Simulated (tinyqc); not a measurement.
Oxide trap near a transistor channel: two-state multiphonon kinetics, telegraph noise and bias instability: one step, computed by the program tinyqc. Command: `OMP_NUM_THREADS=1 python tinyqc.py 3006678 3006679 out.jsonl oxidetrap walk`. One thread of a shared host (Intel(R) Xeon(R) Processor @ 2.30GHz), about 0.01 s of CPU time with the checks.

An n-channel device under positive gate bias. The trap is empty (state 1) or holds an electron (state 2); both states are parabolas of equal curvature, and the electron reservoir is taken at the Fermi level of the channel.

Problem. Step height and noise. Charge-sheet step dV = e (t_ox - x)/(eps_ox eps_0 W L); Lorentzian spectrum S(f) = 4 dV^2 tau_0^2/((tau_c + tau_e)(1 + (2 pi f tau_0)^2)); corner 1/(2 pi tau_0); variance dV^2 f_2 (1 - f_2) = dV^2 tau_0/(tau_c + tau_e).

Inputs (values chosen for the exercise, with an insulator like HfO2 on silicon): insulator constant eps_ox = 21.3; insulator thickness t_ox = 6.1 nm; trap depth x from the interface = 3 nm; temperature T = 450 K; channel width W = 100 nm; channel length L = 20 nm; frequency f = 30 Hz.

Parts treated: one trap and an ensemble.

tau_0 = 0.8746134 s

capture time tau_c = 20.18349 s

emission time tau_e = 0.9142298 s

Constants: e = 1.602176634e-19 C; eps_0 = 8.8541878128e-12 F/m.

Give: threshold step dV; corner frequency; S(f); root-mean-square noise.

Solution.

threshold step dV = 1.317 mV

corner frequency = 0.1820 Hz

S(f) = 9.252e-12 V^2/Hz

root-mean-square noise = 0.2681 mV

f lies above the corner, on the 1/f^2 tail. Random dopants and current percolation, left out here, spread real steps around this value.
